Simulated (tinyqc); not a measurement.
Off-state leakage of single and stacked transistors: one step of the calculation.

n-channel devices of unit width. Subthreshold current I(Vg, Vs, Vd) = I0 (T/300 K)^0.5 exp[(Vg - Vs - VT(T) - gb (Vs - Vb) + dd (Vd - Vs))/(nf Vt)] (1 - exp(-(Vd - Vs)/Vt)), VT(T) = VT - cT (T - 300 K). Gate-edge tunnelling Ig (Vd/1 V) exp(ag (Vd - 1 V)), for a gate at 0 V, and band-to-band leakage Ab u exp(-Bb/u), u = Vd - Vb + 1 V, flow at a drain held at V; both are taken as independent of T. In a stack of off transistors (all gates at 0 V) the same subthreshold current passes through each.

Task. New Vx. Stack of two, Vx the node between them: I_low = I(0, 0, Vx), I_up = I(0, Vx, V), f = ln(I_up/I_low), f' = -(1 + gb + 2 dd)/(nf Vt) - 1/(Vt (exp(Vx/Vt) - 1)) - 1/(Vt (exp((V - Vx)/Vt) - 1)), Vx(new) = Vx - f/f'.

Inputs (values chosen for the exercise); values of the order met in bulk silicon logic transistors:

| symbol | value | unit | meaning |
|---|---|---|---|
| T | 330 | K | temperature |
| V | 1.2 | V | supply voltage |
| VT | 0.4 | V | threshold at 300 K, zero drain and body bias |
| cT | 0.9 | mV/K | fall of the threshold with temperature |
| I0 | 0.16 | uA/um | current at threshold at 300 K |
| nf | 1.34 |  | slope factor |
| dd | 0.1 |  | drain-induced lowering per volt |
| gb | 0.19 |  | rise of the threshold per volt of source-body bias |
| Vb | 0 | V | body voltage |

Constants: q = 1.602176634e-19 C, kB = 1.380649e-23 J/K, Vt = kB T/q. Results are converted to the units shown.

Vx at the start = 0.086 V

Wanted: I_low; I_up; f; f'; Vx after iteration 1.

Result.

I_low = 0.01122 nA/um
I_up = 0.01194 nA/um
f = 0.06189
f' = -38.27 1/V
Vx after iteration 1 = 0.08762 V

Computed by the program tinyqc: `OMP_NUM_THREADS=1 python tinyqc.py 2242168 2242169 out.jsonl`, one thread of a shared Intel Xeon 2.30GHz, about 0.04 s for the whole run.
